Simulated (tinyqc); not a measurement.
Worked calculation: tight binding, honeycomb lattice. One step of it, computed by the program tinyqc.

Task: Levels at k. Diagonalise the Hermitian matrix.

H(k) at k (eV):
```
                     A                    B
A             1.091730  -0.228075-0.039757i
B  -0.228075+0.039757i            -0.991127
```

Give: eigenvalues; weights |c|^2 of the basis functions.

Result:

eigenvalues (eV): -1.0165  1.1172

weights |c|^2 of the basis functions:
```
   band 1  band 2
A  0.0119  0.9881
B  0.9881  0.0119
```
